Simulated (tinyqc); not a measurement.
Q-state Potts model on a small periodic square lattice: enumeration, Metropolis, heat-bath and Wolff steps. From energy u back to temperature T. Computed by tinyqc, a small Python program. Command: `OMP_NUM_THREADS=1 python tinyqc.py 3112538 3112539 out.jsonl potts inv`. One thread of a shared host (Intel(R) Xeon(R) Processor @ 2.30GHz), about 0.03 s of CPU time with the checks.

E = -J x (number of nearest-neighbour bonds with equal states); n x n sites with periodic edges have 2 n^2 bonds. Order parameter m = (q f - 1)/(q - 1), f being the largest share of one state. Sites are numbered row by row from 0. Here q = 2 and n = 4.

Inputs (values chosen for the exercise, for a model of domains or grain orientations): number of states q = 2; edge n = 4; coupling J = 21 meV.

Constants: k_B = 8.617333262e-05 eV/K.

Method:
- K = J/(k_B T); the infinite square lattice orders at K_c = ln(1 + sqrt(q)); Wolff bond probability p = 1 - exp(-K).
- All q^(n^2) states are counted by their number b of equal bonds; weights g(b) exp(K b), K = J/(k_B T). Per site: u = -J <b>/n^2, c/k_B = K^2 (<b^2> - <b>^2)/n^2.
- ln Z = ln sum g(b) exp(K b); entropy per site s/k_B = (ln Z - K <b>)/n^2.

Problem. A run gave the result below. Find the temperature T, known to lie between 270 and 490 K.

energy u = -35.0293 meV/site

Solution.

Each step takes the trial c = (a f_b - b f_a)/(f_b - f_a), f being the result less the target and a, b, c the logarithms of the listed values; c replaces end b, the old b replaces a if the sign of f changed, and otherwise f_a is halved.

Scan of the range:
```
temperature T (K),energy u (meV/site)
270,-37.8709
298,-35.9455
329,-33.8245
364,-31.7598
402,-30.0232
444,-28.6187
490,-27.5141
```

False position (Illinois rule, in the logarithm of the input) inside the bracket:
```
step,end a,end b,trial,energy u (meV/site)
1,298.000,329.000,311.016,-35.0351
2,329.000,311.016,311.100,-35.0293
3,329.000,311.100,311.100,-35.0293
4,311.100,311.100,311.100,-35.0293
```

Energy u rises at every point of a 13-point scan of the range (every second point is shown), so one value fits; it is bracketed by 298 and 329. Answer: temperature T = 311.1 K.
